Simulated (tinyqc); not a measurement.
Lifetime against injection: carrier lifetime from Shockley-Read-Hall, radiative, Auger and surface recombination. Computed by tinyqc, a small Python program. Command: `OMP_NUM_THREADS=1 python tinyqc.py 3016574 3016575 out.jsonl lifetime walk`. One thread of a shared host (Intel(R) Xeon(R) Processor @ 2.30GHz), about 0.02 s of CPU time with the checks.

Energies are counted from the top of the valence band. Boltzmann statistics, full ionisation, and equal excess densities of electrons and holes.

Inputs (values chosen for the exercise, with bands modelled on silicon):
```
quantity                          value    unit
gap E_g                             1.1      eV
electron mass m_e                 0.335     m_0
valleys M_c                           6       -
hole mass m_h                     0.817     m_0
temperature T                       400       K
doping N                        1.5e+17   cm^-3
trap level E_t                    0.834      eV
trap density N_t                1.1e+14   cm^-3
electron cross-section sigma_n    8e-14    cm^2
hole cross-section sigma_p      1.2e-16    cm^2
radiative coefficient B         4.1e-14  cm^3/s
Auger coefficient C_n           6.7e-31  cm^6/s
Auger coefficient C_p           4.6e-31  cm^6/s
```

Doping: p-type. Surface term: none.

Constants: m_0 = 9.1093837015e-31 kg; k_B = 1.380649e-23 J/K; h = 6.62607015e-34 J s; k_B = 8.617333262e-05 eV/K.

Method:
- N_c = 2 M_c (2 pi m_e k_B T/h^2)^(3/2) and N_v = 2 (2 pi m_h k_B T/h^2)^(3/2), masses in units of m_0.
- n_i = sqrt(N_c N_v) exp(-E_g/2 k_B T); majority density N/2 + sqrt(N^2/4 + n_i^2), minority density n_i^2 over it.
- v = sqrt(3 k_B T/m) with m_e or m_h; tau_n0 = 1/(sigma_n v_n N_t), tau_p0 = 1/(sigma_p v_p N_t); n1 = N_c exp(-(E_g - E_t)/k_B T), p1 = N_v exp(-E_t/k_B T).
- With n = n_0 + dn, p = p_0 + dn and U/dn = 1/tau: (n p - n_i^2)/dn = n_0 + p_0 + dn = s; 1/tau_SRH = s/[tau_p0 (n + n1) + tau_n0 (p + p1)]; 1/tau_rad = B s; 1/tau_Aug = (C_n n + C_p p) s; the rates add.
- Rows stop below half the smaller effective density of states.

N_c = 4.49468e+19 cm^-3

N_v = 2.85308e+19 cm^-3

n_0 = 1.18176e+08 cm^-3

p_0 = 1.50000e+17 cm^-3

tau_p0 = 5.07749e-06 s

n1 = 2.00100e+16 cm^-3

tau_n0 = 4.87699e-09 s

p1 = 8.85882e+08 cm^-3

Lifetimes (s):
```
dn (cm^-3)         SRH   radiative       Auger   effective  radiative efficiency  fastest channel
1.00e+10    6.8221e-07  1.6260e-04  9.6618e-05  6.7462e-07              0.004149              SRH
1.00e+11    6.8222e-07  1.6260e-04  9.6618e-05  6.7462e-07              0.004149              SRH
1.00e+12    6.8224e-07  1.6260e-04  9.6616e-05  6.7465e-07              0.004149              SRH
1.00e+13    6.8251e-07  1.6259e-04  9.6596e-05  6.7490e-07              0.004151              SRH
1.00e+14    6.8514e-07  1.6249e-04  9.6396e-05  6.7747e-07              0.004169              SRH
1.00e+15    7.1135e-07  1.6152e-04  9.4432e-05  7.0296e-07              0.004352              SRH
1.00e+16    9.5722e-07  1.5244e-04  7.7833e-05  9.3976e-07              0.006165              SRH
1.00e+17    2.4423e-06  9.7561e-05  2.1978e-05  2.1496e-06              0.022033              SRH
1.00e+18    4.5084e-06  2.1209e-05  7.2524e-07  6.0687e-07              0.028614            Auger
1.00e+19    5.0173e-06  2.4030e-06  8.6659e-09  8.6199e-09              0.003587            Auger
```

tau_SRH goes from 6.82e-7 s at low injection (140 times the minority capture time) to 5.02e-6 s in the last row; at high injection it tends to tau_n0 + tau_p0 = 5.08e-6 s. Ruling channel by row: SRH from 1e10, Auger from 1e18 cm^-3. The radiative efficiency peaks at 0.0286 near 1e18 cm^-3, below which non-radiative terms of first order take a larger share and above which Auger recombination does.

Extremes, crossings and ranges named in words are read from the listed rows.
